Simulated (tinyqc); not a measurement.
What moves the results: donor near an oxide interface in a gate field (two-state model). A value that a table varies takes the place of the one given here.

Interface at z = 0 (hard wall), donor at z = d, field F pulling electrons to the interface: potential e F z; 1 kV/cm = 1e-5 eV/angstrom, c = hbar^2/2m0, q = e^2/(4 pi eps0), Q = (eps - eo)/(eps + eo). Donor state: E_D = e F d - ED - q Q/(4 eps d), the last term joining the images of ion and electron. Interface state: z exp(-b z/2) exp(-rho^2/(2 L^2)) with E_z = c b^2/(4 mz) + 3 e F/b + q Q b/(8 eps), minimised over b; in the plane at z = 3/b the ion (distance D = d - 3/b) and its image (D' = d + 3/b) give E_rho = c/(mt L^2) - (q/eps)(sqrt(pi)/L)[erfcx(D/L) + Q erfcx(D'/L)], erfcx(x) = exp(x^2) erfc(x), minimised over L. E_I = E_z + E_rho.

The two states couple by t = t0 exp(-D/aD) with t0 = q/(eps aD) (2 aD/L) sqrt(aD b/2) v, v a valley factor; this form is an estimate. With detuning u = E_D - E_I the splitting is sqrt(u^2 + 4 t^2) and the lower state has weight (1 - u/sqrt(u^2 + 4 t^2))/2 on the donor.

Constants: hbar^2/2m0 = 3.80998211 eV angstrom^2; e^2/(4 pi eps0) = 14.39964547 eV angstrom.

Parameters, chosen for this exercise (near those of a donor in Si below SiO2, static dielectric constants; not measured data):
```
symbol  value                                                    unit      meaning
d       170                                                      angstrom  depth of the donor
ED      46.2                                                     meV       bulk binding energy
mz      0.908                                                    m0        mass across the interface
mt      0.19                                                     m0        mass in the plane
eps     11.2                                                               dielectric constant of the semiconductor
eo      3.9                                                                dielectric constant of the oxide
aD      20.8                                                     angstrom  donor radius
v       0.51                                                               valley factor
Fl      (38.026, 38.191, 38.257, 38.29, 38.323, 38.389, 38.554)  kV/cm     fields
dl      (60, 80, 105, 135, 170, 215, 270)                        angstrom  depths
```

## Sweeping the field

Both levels, the splitting, the donor weight and the mean depth w d + (1 - w) 3/b.

Results:
```
F (kV/cm),E_D (meV),E_I (meV),splitting (meV),donor weight,mean depth (angstrom)
38.026,17.530,17.864,0.337,0.996,169.5
38.191,17.811,17.936,0.132,0.974,166.6
38.257,17.923,17.965,0.0594,0.852,151.1
38.290,17.979,17.979,0.0422,0.501,106.2
38.323,18.035,17.993,0.0593,0.148,61.1
38.389,18.147,18.022,0.132,0.026,45.5
38.554,18.428,18.094,0.337,0.004,42.6
```

What can be read from the table?

E_D rises by 1.70 and E_I by 0.43 meV per kV/cm, so they cross once, near 38.3 kV/cm, where the splitting is 2t = 0.0422 meV. The donor weight passes from 0.85 to 0.15 while the detuning goes from -2t to 2t, a window of 0.067 kV/cm or 0.17 % of the field; across the table the charge moves by 127 angstrom.

## Depth of the donor

Critical field, and the coupling, E_rho and L at that field.

Results:
```
d (angstrom),critical field (kV/cm),e F d/ED,t (meV),E_rho (meV),L (angstrom)
60,144.0,1.870,5.1,-22.77,55
80,97.3,1.686,1.8,-17.73,67
105,68.7,1.561,0.51,-13.92,81
135,50.4,1.474,0.12,-11.10,97
170,38.3,1.409,0.021,-9.00,115
215,29.1,1.354,0.0024,-7.26,135
270,22.4,1.310,0.00018,-5.88,159
```

What does this show?

The critical field falls from 144 to 22 kV/cm, with exponent -1.24 in d, while t drops by a factor 2.9e+04, about e for each 21 angstrom at the end (aD = 20.8). One lattice plane (1.36 angstrom) of misplacement changes t by 6 % and the critical field by about 1.6 % at 105 angstrom.

## What each parameter does

Critical field (E_D = E_I), and t and L there. Each row changes one parameter from the base and keeps the others.

Results:
```
case,critical field (kV/cm),t (meV),L (angstrom)
base,38.3,0.0211,114.6
d = 185 angstrom,34.7,0.0102,121.7
ED = 52.2 meV,43.0,0.0197,115.3
aD = 22.9 angstrom,38.3,0.0389,114.6
mz = 0.772 m0,39.0,0.0224,114.0
mt = 0.218 m0,38.1,0.0222,109.0
eo = 5.8,37.3,0.0195,117.6
eps = 11.9,38.6,0.0193,116.9
```

How do the results move?

The largest shifts from the base row, up to three for each result and ties (the steps differ in size, so this ranks the rows, not the parameters). critical field (kV/cm): ED +4.7, d -3.6, eo -1.0; unchanged at the printed digits by aD. t (meV): aD +0.0178, d -0.0109, eps -0.00179. L (angstrom): d +7.1, mt -5.6, eo +3.0; unchanged at the printed digits by aD.

Program tinyqc; command `OMP_NUM_THREADS=1 python tinyqc.py 1251611 1251612 out.jsonl`; about 0.07 s on one thread of a shared Intel(R) Xeon(R) Processor @ 2.30GHz.
